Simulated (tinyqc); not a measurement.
# Surface potential of a MOS transistor: implicit equation and explicit approximations, step by step

Program tinyqc, `OMP_NUM_THREADS=1 python tinyqc.py 2122241 2122242 out.jsonl`; Intel Xeon 2.30GHz, shared host, one thread, about 0.01 s. Printed values are rounded.

p-type body, charge-sheet picture, depletion and inversion only, full ionisation (an idealisation for deep acceptors), Boltzmann statistics (rough once Na exp(x - xn) passes about Nc/7). In units of Vt: xg = (Vg - Vfb)/Vt, x = psi/Vt, G = gamma/sqrt(Vt), xn = (2 phiF + Vc)/Vt. The implicit equation is (xg - x)^2 = G^2 [x - 1 + exp(x - xn)] for x above about 3. Cox = eps0 eox/tox.

Inputs (values chosen for the exercise); band and dielectric values close to those of silicon:
- T = 300 K (temperature)
- Eg = 1.12 eV (band gap)
- eps_r = 11.8 (relative permittivity)
- Nc = 2.83e19 cm^-3 (conduction-band density of states at T)
- Nv = 2.62e19 cm^-3 (valence-band density of states at T)
- eox = 3.9 (relative permittivity of the gate insulator (close to silicon dioxide))
- tox = 1.6 nm (insulator thickness)
- Na = 3.2e17 cm^-3 (acceptor density)
- Vfb = -0.91 V (flat-band voltage)
- Vc = 1 V (channel-body voltage)
- Vg = 1.08 V (gate-body voltage)

Constants: q = 1.602176634e-19 C, kB = 1.380649e-23 J/K, Vt = kB T/q, eps0 = 8.8541878128e-14 F/cm where lengths are in cm. Results are converted to the units shown.

## Scales

ni = sqrt(Nc Nv) exp(-Eg/(2 Vt)), Eg in volts; phiF = Vt ln(Na/ni); gamma = sqrt(2 q eps0 eps_r Na)/Cox; VT = Vfb + Vt (xn + G sqrt(xn - 1)).

phiF = 0.445120 V
gamma = 0.151659 V^0.5
G = 0.943235
xn = 73.1178
VT = 1.18732 V
xg = 76.9766

## Explicit approximation

Depletion value a = 1 + [sqrt(G^2/4 + xg - 1) - G/2]^2; inversion value b = xn + ln[(xg - xn)^2/G^2 - xn + 1] and first guess y = min(a, b) - ln(1 + exp(-|a - b|)) if a > xn + 1, else b = y = a; one second-order correction with D = exp(y - xn), p = 2 (xg - y) + G^2 (1 + D), w = (xg - y)^2 - G^2 (y - 1 + D): z = y + 2 w/(p + sqrt(p^2 - 2 (2 - G^2 D) w)), or the Newton step z = y + w/p where the root is not real.

a = 69.1878
b = 69.1878
y = 69.1878
p = 16.4849
w = -0.0174771
z = 69.1867

The root of the implicit equation is x = 69.1867; y misses it by 0.0011 and z by -2.1e-13, in units of Vt.

## Starting value

x = a rounded to two decimals.

x at the start = 69.19

## Iteration 1: new x

D = exp(x - xn), f = (xg - x)^2 - G^2 (x - 1 + D), f' = -2 (xg - x) - G^2 (1 + D), x(new) = x - f/f'.

D = 0.0196875
f = -0.0539788
f' = -16.4805
x after iteration 1 = 69.1867

## Iteration 2: new x

As before.

D = 0.0196231
f = 1.06338e-5
f' = -16.4870
x after iteration 2 = 69.1867

## Course of the iteration

Stop when the step is below 1e-11, or after 60 iterations.

Course of the iteration:
```
iteration  x before the step      step
1                      69.19  -3.28e-3
2                    69.1867   6.45e-7
3                    69.1867  1.42e-14
```

Converged in 3 iterations.

## Potential, charges and gate control

converged x = 69.1867

psi = Vt x; N_dep = Cox Vt G sqrt(x - 1)/q; N_inv = (Cox Vt G/q) [sqrt(x - 1 + exp(x - xn)) - sqrt(x - 1)]; dpsi/dVg = 1/[1 + G^2 (1 + exp(x - xn))/(2 (xg - x))].

psi = 1.78862 V
N_dep = 2.71236e12 cm^-2
N_inv = 3.9026e8 cm^-2
dpsi/dVg = 0.944978

psi lies 3.9 Vt below 2 phiF + Vc.
